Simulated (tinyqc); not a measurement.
Pinning factor and decay constant from two barriers.

Inverse problem. phiB = S (phiM - chi) + (1 - S)(Eg - E0) with S = 1/(1 + (1/S0 - 1) exp(-be ti)). Find S0, S at the given thickness and be.

Values chosen for this exercise; semiconductor values close to those of gallium nitride; interlayer mass of the order of that in titanium dioxide, offset chosen freely: band gap Eg = 3.34 eV; electron affinity chi = 4.22 eV; charge-neutrality level above the valence band E0 = 2.2 eV; metal work function phiM = 4.32 eV.

phiB at ti = 0, 0.2 nm (eV): 0.5264  0.34000137

Answer. Each barrier gives its S by linear interpolation between the pinned and the unpinned value; the ratio of the two values of 1/S - 1 is exp(be ti).

S0 = 0.590
S = 0.769
be = 4.20 1/nm

Program tinyqc, `OMP_NUM_THREADS=1 python tinyqc.py 2270114 2270115 out.jsonl`; Intel Xeon 2.30GHz, shared host, one thread, about 0.04 s.
